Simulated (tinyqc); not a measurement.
# Schottky diode by thermionic emission with image-force lowering and series resistance: effect of the doping on the lowering

Metal on an n-type semiconductor with one parabolic valley; V > 0 is forward bias (metal positive). I = I0 [exp(Vj/(n Vt)) - 1] with Vj = V - I Rs; I0 = S A* T^2 exp(-(phi - dphi)/Vt), the lowering dphi taken at zero bias.

A* = 4 pi q me m0 kB^2/h^3 (times 1e-4 for A/(cm^2 K^2)); Nc = 2 (2 pi me m0 kB T/h^2)^1.5 (times 1e-6 for cm^-3); xi = Vt ln(Nc/Nd), Vbi = phi - xi; surface field Em = sqrt(2 q Nd (Vbi - V - Vt)/(eps0 eps_r)); dphi = sqrt(q Em/(4 pi eps0 eps_r)). Here V = 0 in Em.

Values chosen for this exercise; band and dielectric values close to those of 4H silicon carbide:
```
symbol,value,unit,meaning
T,200,K,temperature
me,0.376,m0,electron mass
eps_r,9.75,,relative permittivity
phi,1.1,eV,barrier height seen from the metal
S,0.0014,cm^2,area
```

Constants: q = 1.602176634e-19 C, kB = 1.380649e-23 J/K, h = 6.62607015e-34 J s, m0 = 9.1093837015e-31 kg, Vt = kB T/q, eps0 = 8.8541878128e-14 F/cm where lengths are in cm. Results are converted to the units shown.

Effect of the doping on the lowering:
```
Nd (cm^-3)	Vbi (V)	Em (kV/cm)	dphi (meV)	I0 (A)
1.4e14	0.92729	6.8769	10.078	8.6767e-25
4.6e14	0.94779	12.605	13.644	1.0671e-24
1.5e15	0.96816	23.010	18.434	1.4091e-24
4.9e15	0.98857	42.032	24.915	2.0523e-24
1.6e16	1.0090	76.745	33.667	3.4101e-24
5.4e16	1.0299	142.47	45.871	6.9231e-24
1.8e17	1.0507	262.77	62.296	1.7955e-23
5.8e17	1.0708	476.26	83.868	6.2775e-23
```

dphi rises from 10.1 to 83.9 meV, as Nd^(0.25) (1/4 at fixed Vbi), and I0 grows by a factor of 72.3. Emission limits the current only if the drift velocity at the surface is well above A* T^2/(q Nc) = 3.58e6 cm/s; with a mobility of 891 cm^2/(V s) it is less than three times that in 1 of the rows, where I0 is overstated. In 1 of the 8 rows E00 = (hbar/2) sqrt(Nd/(me m0 eps0 eps_r)) exceeds 0.4 kB T, so tunnelling through the top of the barrier, left out here, adds to the current.

Range of the model: One isotropic valley is assumed; bands with several valleys have a larger Richardson constant and Nc.

tinyqc, about 0.01 s, one thread, Intel Xeon 2.30GHz (shared host): `OMP_NUM_THREADS=1 python tinyqc.py 2640125 2640126 out.jsonl`
